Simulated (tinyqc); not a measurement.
Plane-wave Kohn-Sham cycle with exchange-only LDA in a layered model solid, step by step. One step of it, computed by the program tinyqc.

Problem. Iteration 1: levels at that k. Diagonalise the Hermitian matrix.

H (hartree), order -2, -1, +0, +1, +2:
```
[[0.964593, -0.260000, -0.105000, 0.000000, 0.000000],
 [-0.260000, -0.042509, -0.260000, -0.105000, 0.000000],
 [-0.105000, -0.260000, -0.243930, -0.260000, -0.105000],
 [0.000000, -0.105000, -0.260000, 0.360332, -0.260000],
 [0.000000, 0.000000, -0.105000, -0.260000, 1.770275]]
```

Give: eigenvalues.

Solution.

eigenvalues (hartree): [-0.5522, 0.0877, 0.4238, 1.0308, 1.8187]
